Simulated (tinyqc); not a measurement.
Precursor delivery by bubblers, mass-transport growth and the solid composition of a III-V alloy: one step, computed by the program tinyqc.

1 sccm = 44.615 micromol/min; 1 torr = 133.322 Pa. The sources decompose fully at the surface.

Task: Bubblers. log10 p_v = a - b/T_bath; molar flow = F x 44.615 x p_v/(p_b - p_v) for a saturated bubbler.

Inputs (values chosen for the exercise, modelled on triethylgallium (source 1) and trimethylindium (source 2) for the vapour pressures):
```
quantity              value  unit
bath temperature T1     299     K
bath temperature T2     302     K
bubbler pressure p_b    760  torr
carrier flow F1          20  sccm
carrier flow F2         320  sccm
```

constants a, b of source 1 (log10 torr, K): 8.102  2162

constants a, b of source 2 (log10 torr, K): 10.54  3014

Give: vapour pressure 1; molar flow 1; vapour pressure 2; molar flow 2.

Result:

vapour pressure 1 = 7.434 torr

molar flow 1 = 8.814 micromol/min

vapour pressure 2 = 3.630 torr

molar flow 2 = 68.51 micromol/min

One kelvin of bath error changes flow 1 by 5.6 % and flow 2 by 7.6 %.
